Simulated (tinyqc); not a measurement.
Round or elliptic silicon nanowire with anisotropic valleys (Ritz method), step by step. Values are carried at full precision from step to step, so a last printed digit may differ when a step is redone from the rounded ones.

Wire along x = [100] on a (001) wafer, y = [010], z = [001]. Valley groups, two valleys each (w = inverse masses): A, axis along z: w_y = 1/mt, w_z = 1/ml, m_x = mt; B, axis along y: w_y = 1/ml, w_z = 1/mt, m_x = mt; C, axis along x: w_y = w_z = 1/mt, m_x = ml.

Constants: hbar^2/2m0 = 3.80998211 eV angstrom^2; kB = 8.617333262e-05 eV/K.

Values chosen for the exercise (near those of a Si nanowire; not measured data): ml = 0.931 m0 (longitudinal mass); mt = 0.187 m0 (transverse mass); a = 22 angstrom (semi-axis along y); b = 22 angstrom (semi-axis along z); group = A (valley group worked out); T = 300 K (temperature).

## Stretching the ellipse

Scaling y by 1/sqrt(w_y) and z by 1/sqrt(w_z) makes the mass 1 and the semi-axes A = a/sqrt(w_y), B = b/sqrt(w_z). List them with the one-function estimate 3c (1/A^2 + 1/B^2) and the slender limit c (pi/2s)^2 (1 + 2s/(pi l)), s and l the smaller and larger of A, B; c = hbar^2/2m0.

Groups:
```
group  g      A      B  axis ratio  one function (eV)  slender limit (eV)
A      2   9.51  21.23       2.231             0.1517              0.1335
B      2  21.23   9.51       2.231             0.1517              0.1335
C      2   9.51   9.51       1.000             0.2526              0.1700
```

The one-function value suits axis ratios near 1 and the slender limit ratios well above 2.

## Matrices of three even functions

Hard wall on the ellipse (y/a)^2 + (z/b)^2 = 1, c = hbar^2/2m0. With u = y/a, v = z/b the operator is -c [(w_y/a^2) d2/du2 + (w_z/b^2) d2/dv2] on the unit disc. Basis (1 - u^2 - v^2) u^i v^j; S, X and Y are the disc integrals of f f', (df/du)(df'/du) and (df/dv)(df'/dv), from the integral of u^p v^q = 2 Gamma((p+1)/2) Gamma((q+1)/2)/((p + q + 2) Gamma((p+q+2)/2)) for even p, q; H = c (w_y X/a^2 + w_z Y/b^2).

Basis 1, u^2, v^2 times (1 - u^2 - v^2); form S and H for the chosen group.

S:
```
            1       u^2       v^2
1    1.047198  0.130900  0.130900
u^2  0.130900  0.039270  0.013090
v^2  0.130900  0.013090  0.039270
```

H (meV):
```
            1      u^2      v^2
1    158.8100  26.4683  26.4683
u^2   26.4683  31.9668   3.3085
v^2   26.4683   3.3085  14.3528
```

## Lowest level in this basis

Solve H p = E S p for the wire level; give E, the ratios p2/p1 and p3/p1, and H11/S11.

E = 143.7 meV

ratios: -0.25  -0.84

one function = 151.7 meV

The two added functions lower the level by 7.9 meV (5.2 %), mostly by narrowing the state along v, the direction in which the stretched ellipse is long.

## Subbands

Converged values use 21 functions of each parity class (e or o in u, then in v).

The nine lowest levels of all groups and parity classes.

Subbands:
```
group, parity  g  m_x (m0)  E (eV)
A ee           2    0.1870  0.1436
B ee           2    0.1870  0.1436
A eo           2    0.1870  0.2398
B oe           2    0.1870  0.2398
C ee           2    0.9310  0.2434
A ee           2    0.1870  0.3707
B ee           2    0.1870  0.3707
A oe           2    0.1870  0.4843
B eo           2    0.1870  0.4843
```

At 300 K and without degeneracy the populations go as g sqrt(m_x) exp(-E/kB T): among these nine the lowest level, shared by A ee and B ee, holds 95 % and the light transport mass mt 98 % of the electrons. Levels above about 0.3 eV lie beyond parabolic valleys and hard walls.

## Checks

- Circle of radius a with both masses mt against c (2.404826/R)^2/m, eV: both 0.2434.

(tinyqc, `OMP_NUM_THREADS=1 python tinyqc.py 1250203 1250204 out.jsonl`, Intel(R) Xeon(R) Processor @ 2.30GHz, 1 thread, shared host, about 0.03 s.)
